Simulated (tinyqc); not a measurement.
Band folding and unfolding in a supercell of a chain: one step. Folded levels and Fourier components. Two cases, with inputs chosen for the exercise.

Question. List k_m and E0; V_q = (1/n) sum_j v_j exp(-2 pi i q j/n) couples k_m to k_(m+q).

A chain with hopping -t and n = 2 sites a supercell. H(K) has v_j on the diagonal, -t between neighbours and -t exp(2 pi i K) on the bond that closes the cell (from the last site to the first of the next cell). The point K holds the n wave vectors k_m = (K + m)/n of the primitive zone, in 2 pi/a, m = 0 to n - 1, with E0 = -2t cos(2 pi k_m). The unfolding weight of a state c on k_m is |sum_j c_j exp(-2 pi i k_m j)|^2/n, j = 0 to n - 1.

Give: Folded band; V_0, V_1, ....

Case 1.

Values chosen:
- t = 1.7 eV (hopping)
- v = (0.37, 0) eV (site energies in the supercell)
- Kq = 0.43 2 pi/(n a) (wave vector in the small zone)

Answer.

Folded band:

| m | k_m (2 pi/a) | E0 (eV) |
|---|---|---|
| 0 | 0.2150 | -0.7417 |
| 1 | 0.7150 | 0.7417 |

V_0, V_1, ... (eV): 0.1850  0.1850

Case 2.

Values chosen:
- t = 0.96 eV (hopping)
- v = (0.115, -0.115) eV (site energies in the supercell)
- Kq = 0.25 2 pi/(n a) (wave vector in the small zone)

Answer.

Folded band:

| m | k_m (2 pi/a) | E0 (eV) |
|---|---|---|
| 0 | 0.1250 | -1.3576 |
| 1 | 0.6250 | 1.3576 |

V_0, V_1, ... (eV): 0.0000  0.1150

Computed by tinyqc, one run a case: `OMP_NUM_THREADS=1 python tinyqc.py N N+1 out.jsonl` with N = 1481294, 1481823; one thread of a shared Intel(R) Xeon(R) Processor @ 2.30GHz, about 0.01 s a run at most.
